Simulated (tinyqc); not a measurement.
# Fixed charge and work-function difference from two thicknesses

Question. With a fixed charge q Nf at the interface, Vfb = phi_ms - q Nf tox/(eps0 eox). Find Nf and phi_ms.

Values chosen for this exercise: relative permittivity of the gate insulator (close to silicon dioxide) eox = 3.9.

Constants: q = 1.602176634e-19 C, eps0 = 8.8541878128e-14 F/cm where lengths are in cm. Results are converted to the units shown.

Vfb at tox = 9.7 and 33 nm (V): [-0.076416132, -0.12938846]

Solution. Vfb is a straight line in tox: the slope gives Nf and the intercept at zero thickness phi_ms.

Nf = 4.90e10 cm^-2
phi_ms = -0.0544 V

Program tinyqc, `OMP_NUM_THREADS=1 python tinyqc.py 2060022 2060023 out.jsonl`; Intel Xeon 2.30GHz, shared host, one thread, about 0.01 s.
